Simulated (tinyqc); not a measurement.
Comparisons within one model: trap in a gate oxide as a short-range spherical well. A value that a table varies takes the place of the one given here.

A spherical well of radius R and depth V0 below the conduction edge, one mass m, c = hbar^2/2m0. The s level at binding Et solves k cot(k R) = -kappa with k = sqrt(m (V0 - Et)/c), kappa = sqrt(m Et/c); it exists for V0 > Vc = c (pi/2R)^2/m. Outside, psi falls as exp(-kappa r)/r.

Lucovsky model (delta well, plane-wave final states, no local-field factor): sigma = (32 pi alpha c/(3 n_r m Et)) (x - 1)^(3/2)/x^3, x = h nu/Et, c = hbar^2/2m0; 1 angstrom^2 = 1e-16 cm^2.

Energies from the conduction edge of the channel. The trap level at depth x is E_T = dEc - Et - e Fox x (1 MV/cm = 0.01 eV/angstrom). An electron at the channel edge tunnels with the WKB exponent S = (4/3) sqrt(m/c) [dEc^(3/2) - (dEc - e Fox x)^(3/2)]/(e Fox), c = hbar^2/2m0; tau = t0 exp(S); the occupation is f = 1/(1 + exp((E_T - EF)/kB T)), tau_c = tau/f and tau_e = tau/(1 - f). Lattice relaxation is left out; a level below the channel edge needs phonons as well, so tau is then a lower bound, while a level above it can also empty elastically at its own energy, through a thinner barrier, faster than this tau.

Constants: hbar^2/2m0 = 3.80998211 eV angstrom^2; fine-structure constant alpha = 0.007297352564; kB = 8.617333262e-05 eV/K.

Values chosen for the exercise (near those of SiO2 on 4H SiC; the results hold for these values, not for the real material): R = 4.6 angstrom (radius of the well); m = 0.444 m0 (mass); fV = (1.04, 1.14, 1.27, 1.57, 2.4, 3.48, 5.15) (V0/Vc); n_r = 1.44 (refractive index); xs = (1.07, 1.27, 1.59, 1.87, 2.38, 3.17, 4.6, 8.34) (photon energies h nu/Et); dEc = 2.71 eV (conduction offset to the channel); Fox = 4 MV/cm (oxide field, lowering levels away from the channel); t0 = 1.6 x 1e-11 s (time constant at the interface); T = 300 K (temperature); EF = 0.01 eV (Fermi level above the channel edge); ds = (2, 5, 8, 11, 14, 17, 20) angstrom (depths); V0 = 4.4 eV (depth of the well); x = 9 angstrom (depth of the trap).

## From threshold to a deep level

Et against the depth at fixed R; near threshold Et = (pi^2/16)(V0 - Vc)^2/Vc.

Results:

| V0/Vc | V0 (eV) | Et (eV) | threshold form (eV) | 1/kappa (angstrom) | share outside |
|---|---|---|---|---|---|
| 1.04 | 1.041 | 0.0009595 | 0.0009876 | 94.6 | 0.953 |
| 1.14 | 1.141 | 0.01098 | 0.01210 | 28.0 | 0.850 |
| 1.27 | 1.271 | 0.03765 | 0.04500 | 15.1 | 0.744 |
| 1.57 | 1.571 | 0.1425 | 0.2005 | 7.8 | 0.571 |
| 2.40 | 2.401 | 0.6126 | 1.210 | 3.7 | 0.334 |
| 3.48 | 3.482 | 1.410 | 3.796 | 2.5 | 0.208 |
| 5.15 | 5.153 | 2.813 | 10.63 | 1.7 | 0.125 |

What does this show, and why?

The threshold form holds to 10 % up to V0/Vc = 1.04 of those listed. There the state is mostly outside the well (95 % in the first row) and knows only Et, which is why a delta-well model works; more than half is inside from V0/Vc = 2.40 on. A second s level would need V0/Vc > 9.

## Neutral against charged centre

Et = 2.16417 eV

Lucovsky cross-section, its shape relative to the peak, and the shape of a hydrogen-like centre relative to threshold: x^-4 exp(4 - 4 atan(e)/e)/(1 - exp(-2 pi/e)), e = sqrt(x - 1).

Results:

| x | h nu (eV) | sigma (1e-18 cm^2) | relative to peak | hydrogen-like |
|---|---|---|---|---|
| 1.07 | 2.316 | 1.02 | 0.121 | 0.834 |
| 1.27 | 2.748 | 4.61 | 0.548 | 0.525 |
| 1.59 | 3.441 | 7.59 | 0.902 | 0.282 |
| 1.87 | 4.047 | 8.36 | 0.993 | 0.179 |
| 2.38 | 5.151 | 8.10 | 0.962 | 0.090 |
| 3.17 | 6.860 | 6.76 | 0.803 | 0.039 |
| 4.60 | 9.955 | 4.73 | 0.561 | 0.013 |
| 8.34 | 18.049 | 2.31 | 0.274 | 0.002 |

What does this show?

The short-range centre starts from zero, reaches half its peak at x = 1.24 and peaks at x = 2; in the last row it still has 27 % of the peak. The Coulomb centre is largest at threshold and is down to 0.2 % there. Reading the peak as the threshold would misplace the level by a factor 2, here 2.16 eV. Rows above the gap, about 9 eV, are hidden by band-to-band absorption.

## Depth of the trap

Each depth has its own level and time; the corner frequency is 1/(2 pi tau).

Results:

| x (angstrom) | E_T (eV) | S | tau (s) | corner (Hz) | f |
|---|---|---|---|---|---|
| 2 | 0.466 | 2.23 | 1.5e-10 | 1.1e+09 | 0.000 |
| 5 | 0.346 | 5.51 | 4.0e-09 | 4.0e+07 | 0.000 |
| 8 | 0.226 | 8.72 | 9.8e-08 | 1.6e+06 | 0.000 |
| 11 | 0.106 | 11.85 | 2.2e-06 | 7.1e+04 | 0.024 |
| 14 | -0.014 | 14.89 | 4.7e-05 | 3.4e+03 | 0.718 |
| 17 | -0.134 | 17.85 | 0.00091 | 1.8e+02 | 0.996 |
| 20 | -0.254 | 20.73 | 0.016 | 9.9 | 1.000 |

How do the results move?

tau spans 8.0 decades, one decade for each 2.10 angstrom at the start and 2.40 at the end, where the field has thinned the barrier. Traps spread evenly in depth are thus spread nearly evenly in ln tau; if levels near EF exist at every depth, this sums to 1/f noise and to charging that grows as ln t. With the single Et of this table only depths where f is neither 0 nor 1 contribute. The level crosses EF between 11 and 14 angstrom.

## What each parameter does

Et from the well, then the level and the time. Each row changes one parameter from the base and keeps the others.

Results:

| case | Et (eV) | E_T (eV) | log10 tau (s) | ln(tau_c/tau_e) |
|---|---|---|---|---|
| base | 2.164 | 0.186 | -6.55 | 6.8 |
| x = 11 angstrom | 2.164 | 0.106 | -5.65 | 3.7 |
| Fox = 5 MV/cm | 2.164 | 0.096 | -6.59 | 3.3 |
| dEc = 2.49 eV | 2.164 | -0.034 | -6.74 | -1.7 |
| m = 0.488 m0 | 2.309 | 0.041 | -6.35 | 1.2 |
| V0 = 4.62 eV | 2.351 | -0.001 | -6.55 | -0.4 |
| T = 350 K | 2.164 | 0.186 | -6.55 | 5.8 |
| EF = 0.06 eV | 2.164 | 0.186 | -6.55 | 4.9 |

What does this show?

The largest shifts from the base row, up to three for each result and ties (the steps differ in size, so this ranks the rows, not the parameters). Et (eV): V0 +0.187, m +0.144; unchanged at the printed digits by x, Fox, dEc, T and EF. E_T (eV): dEc -0.220, V0 -0.187, m -0.144; unchanged at the printed digits by T and EF. log10 tau (s): x +0.90, m +0.21, dEc -0.19; unchanged at the printed digits by V0, T and EF. ln(tau_c/tau_e): dEc -8.5, V0 -7.2, m -5.6.

tinyqc: `OMP_NUM_THREADS=1 python tinyqc.py 1281341 1281342 out.jsonl`; about 0.01 s, one thread, shared Intel(R) Xeon(R) Processor @ 2.30GHz.
